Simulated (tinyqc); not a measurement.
Vacuum evaporation: vapour pressure, source flux, thickness distribution, purity and step coverage: one step, computed by the program tinyqc. Command: `OMP_NUM_THREADS=1 python tinyqc.py 3110714 3110715 out.jsonl evap walk`. One thread of a shared host (Intel(R) Xeon(R) Processor @ 2.30GHz), about 0.01 s of CPU time with the checks.

Molecular flow, unit sticking of the metal, no re-evaporation. The background gas is taken as water vapour (18.015 g/mol, collision diameter 0.37 nm) at 300 K.

Task: Vapour pressure and flux. log10(p_v/Pa) = A - B/T; flux from the surface Phi = p_v/sqrt(2 pi m k_B T), m = M u. Mass loss = Phi x area x m; heat of evaporation = ln(10) R B; d ln Phi/dT = ln(10) B/T^2 - 1/(2 T).

Inputs (values chosen for the exercise, modelled on germanium, with constants for the liquid): molar mass M = 72.63 g/mol; vapour-pressure constant A = 10.63; vapour-pressure constant B = 17590 K; source temperature T = 1720 K; source area = 0.9 cm^2.

Constants: u = 1.6605390666e-27 kg; k_B = 1.380649e-23 J/K; R = 8.314462618 J/(mol K).

Give: vapour pressure p_v; flux Phi; mass loss; heat of evaporation; change of flux per kelvin.

Result:

vapour pressure p_v = 2.5308 Pa

flux Phi = 1.8866e+18 1/(cm^2 s)

mass loss = 0.73720 g/h

heat of evaporation = 336.76 kJ/mol

change of flux per kelvin = 1.3400 %/K

Holding the rate to 1 % needs the temperature to about 0.75 K.
